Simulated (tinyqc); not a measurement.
Inside a calculation: deep level with several charge states, and Shockley-Read-Hall recombination. Values are carried at full precision from step to step, so a last printed digit may differ when a step is redone from the rounded ones.

Energies from Ev. The defect has charge states +1, 0, -1 with weights 1, gm exp((EF - E1)/kT), exp((2 EF - E1 - E2)/kT); the shares are the weights over their sum. Boltzmann carriers: n = Nc exp((EF - Eg)/kT), p = Nv exp(-EF/kT). Neutrality: p - n + Nd + Nt <q> = 0.

Constants: kB = 8.617333262e-05 eV/K.

Values chosen for the exercise (gap and densities of states near those of Si at this temperature; shifted at random, so the results belong to these values and not to a real crystal):
```
symbol  value     unit    meaning
Eg      1.13      eV      gap
Nc      2.08e+19  1/cm^3  conduction-band density of states
Nv      9.36e+18  1/cm^3  valence-band density of states
T       250       K
E1      0.291     eV      level (+1/0) above Ev
E2      0.878     eV      level (0/-1) above Ev
gm      2                 degeneracy of the middle state, the others 1
Nt      1.3e+13   1/cm^3  defects
Nd      1.7e+13   1/cm^3  ionised shallow donors minus acceptors
E_try   0.254     eV      trial Fermi level
Et      0.291     eV      recombination level above Ev
sn      1.4e-15   cm^2    electron capture cross-section
sp_     1.1e-15   cm^2    hole capture cross-section
vth     19000000  cm/s    thermal velocity, both carriers
Nm      3.1e+15   1/cm^3  equilibrium electrons for the lifetime steps
dn      2.6e+12   1/cm^3  excess pairs
```

## Charge states at a trial Fermi level

Form the exponents, the shares, the mean charge and the residual of neutrality at EF = E_try.

exponents of the second and third weights: [-1.717, -30.682]

shares: +1 0.7358, 0 0.2642, -1 0.0000

<q> = 0.7358

n, p (1/cm^3): [45.6, 7.09e+13]

residual = 9.75e+13 1/cm^3

The residual is positive, so EF must rise.

## The neutral state

Solve for EF.

EF = 0.8273 eV

shares at EF: +1 0.000, 0 0.955, -1 0.045

n = 1.64e+13 1/cm^3
p = 197 1/cm^3

Without the defects the majority density would be 1.70e+13 1/cm^3; with them the density of these carriers is 1.64e+13, nearly the same. Most defects are in the state 0.

## Recombination through one level

One level at Et with degeneracy 1: tn = 1/(sn vth Nt), tp = 1/(sp_ vth Nt), n1 = Nc exp((Et - Eg)/kT), p1 = Nv exp(-Et/kT), ni^2 = n1 p1. Equilibrium n0 = Nm, p0 = ni^2/Nm; n = n0 + dn, p = p0 + dn. U = (n p - ni^2)/(tp (n + n1) + tn (p + p1)), lifetime dn/U; emission rates en = sn vth n1, ep = sp_ vth p1.

Evaluate each quantity.

tn, tp (microsecond): [2.892, 3.681]

n1, p1 (1/cm^3): [254, 1.27e+13]

U = 7.04e+17 1/(cm^3 s)
lifetime = 3.69 microsecond

The lifetime is 1.004 times the minority capture time tp and 0.562 times tn + tp, the limit of high injection.

## Emission and generation in a depleted region

With n = p = 0 the level generates pairs at G = Nt en ep/(en + ep); generation lifetime tg = ni/G; current density e G W for a width W = 1 micrometre, e = 1.602176634e-19 C.

en, ep (1/s): [6.75e-06, 2.66e+05]

G = 8.78e+07 1/(cm^3 s)
tg = 6.48e+05 microsecond
current density = 1.41e-15 A/cm^2

The slower step, electron emission, limits the rate: en/ep = 2.54e-11.

## Checks

- U against hole capture minus emission at the steady occupation of the level (1/(cm^3 s)): both 7.037e+17.

(tinyqc, `OMP_NUM_THREADS=1 python tinyqc.py 1650273 1650274 out.jsonl`, Intel(R) Xeon(R) Processor @ 2.30GHz, 1 thread, shared host, about 0.01 s.)
